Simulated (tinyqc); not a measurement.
# Changing the silicon available t_Si

Model: thermodynamics of metal silicides: hull, first phase, silicon consumed, nucleation and stability against SiO2. Computed by tinyqc, a small Python program. Command: `OMP_NUM_THREADS=1 python tinyqc.py 3025654 3025655 out.jsonl silphase sweep`. One thread of a shared host (Intel(R) Xeon(R) Processor @ 2.30GHz), about 0.01 s of CPU time with the checks.

Entropies of formation of the solids are neglected, so heats stand for free energies. Si fractions: M5Si3 0.3750, MSi 0.5000, MSi2 0.6667.

Inputs (values chosen for the exercise, of the order of those of tungsten silicides for heats and volumes only):
```
quantity                    value          unit
heat of formation of M5Si3  -16.8  kJ/mol atoms
heat of formation of MSi    -15.1  kJ/mol atoms
heat of formation of MSi2   -26.6  kJ/mol atoms
molar volume of M            9.55      cm^3/mol
molar volume of Si          12.06      cm^3/mol
metal thickness t              29            nm
```

Phases: M5Si3, MSi, MSi2.

Method. A phase is stable if it lies below every straight line between a phase on its left and one on its right (M and Si at zero). Distance = its heat less the lowest such line, negative for a stable phase. Overall Si fraction x0 = (t_Si/V_Si)/(t_Si/V_Si + t/V_M). In equilibrium the two stable phases that bracket x0 share the atoms by the lever rule.

One run for each value:
```
silicon available t_Si (nm)  overall Si fraction x0  share of atoms in the Si-richer phase
8.7                                         0.19196                                0.51189
23.9                                        0.39490                                0.06822
39.1                                        0.51636                                0.48467
54.4                                        0.59766                                0.76340
69.6                                        0.65523                                0.96079
84.8                                        0.69839                                0.09517
100.0                                       0.73195                                0.19584
115.0                                       0.75847                                0.27540
130.0                                       0.78021                                0.34063
```

Describe and explain the trends.

Over the rows, overall Si fraction x0 rises from 0.192 to 0.780 (exponent d ln y / d ln x 0.71 between the first rows and 0.23 between the last); share of atoms in the Si-richer phase lies between 0.0682 and 0.961 without a single trend. The share restarts from zero each time x0 passes the composition of a stable phase.

Extremes, crossings and ranges named in words are read from the listed rows.
